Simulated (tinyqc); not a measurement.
Inside a calculation: standing waves and exposure in a photoresist film. Values are carried at full precision from step to step, so a last printed digit may differ when a step is redone from the rounded ones.

Normal incidence from air. Unexposed resist: N1 = n1 + i k1 with k1 = (A + B) lam/(4 pi), lam in micrometres. r01 = (1 - N1)/(1 + N1), t01 = 2/(1 + N1). Substrate Ns = ns + i ks: r12 = (N1 - Ns)/(N1 + Ns). With p = exp(2 pi i N1 d/lam), the field at depth z is E(z) = t01 [exp(2 pi i N1 z/lam) + r12 p^2 exp(-2 pi i N1 z/lam)]/(1 + r01 r12 p^2), the relative intensity I(z) = n1 |E(z)|^2 and the reflectance R = |(r01 + r12 p^2)/(1 + r01 r12 p^2)|^2.

Inputs chosen for the exercise (a resist on Si, indices near tabulated ones; the results hold for these values, not for the real material):
- lam = 365 nm (vacuum wavelength)
- n1 = 1.683 (resist index)
- A = 0.73 1/micrometre (bleachable absorption (Dill A))
- B = 0.06 1/micrometre (fixed absorption (Dill B))
- d = 719 nm (resist thickness)
- ns = 6.409 (substrate n)
- ks = 2.701 (substrate k)
- C = 0.019 cm^2/mJ (exposure rate (Dill C))
- D = 40 mJ/cm^2 (incident dose)
- Ld = 15 nm (diffusion length of the post-exposure bake)

## Interface coefficients

Form N1, r01, t01 and r12.

N1 = 1.68300+0.02295i
r01 = -0.2546-0.0064i
t01 = 0.7454-0.0064i
r12 = -0.6247-0.1207i
|r12|^2 = 0.4048

Next to the bottom the intensity swings by a factor ((1 + |r12|)/(1 - |r12|))^2 = 20.2 between antinode and node.

## Round trip and reflectance

Form p^2, the denominator and R; the period of the standing wave is lam/(2 n1).

p^2 = -0.3864-0.4144i
1 + r01 r12 p^2 = 0.9532-0.0790i
R = 0.1022
period = 108.44 nm

The film holds 6.63 periods.

## Intensity and exposure over the lowest period

Nine depths from d - period to d. Without bleaching during the exposure the share of unexposed compound is m = exp(-C D I).

Profile:
```
z (nm)      I      m
610.6   0.123  0.911
624.1   0.231  0.839
637.7   0.698  0.588
651.2   1.246  0.388
664.8   1.553  0.307
678.3   1.436  0.336
691.9   0.961  0.482
705.4   0.405  0.735
719.0   0.090  0.934
```

I runs from 0.090 to 1.553 on these points, so m runs from 0.307 to 0.934; the least exposed point listed lies 0.0 nm above the bottom.

## Smoothing by the bake

Gaussian diffusion of length Ld multiplies a cosine of period L by exp(-2 pi^2 Ld^2/L^2). Give that factor, and the Ld that leaves 10 %.

factor = 0.685
Ld for 10 % = 37.04 nm

## Checks

- R against the transfer-matrix product: both 0.10218.
- Absorption (A + B) d times the mean of I against 1 - R - T: both 0.555.

Program tinyqc; command `OMP_NUM_THREADS=1 python tinyqc.py 1652282 1652283 out.jsonl`; about 0.01 s on one thread of a shared Intel(R) Xeon(R) Processor @ 2.30GHz.
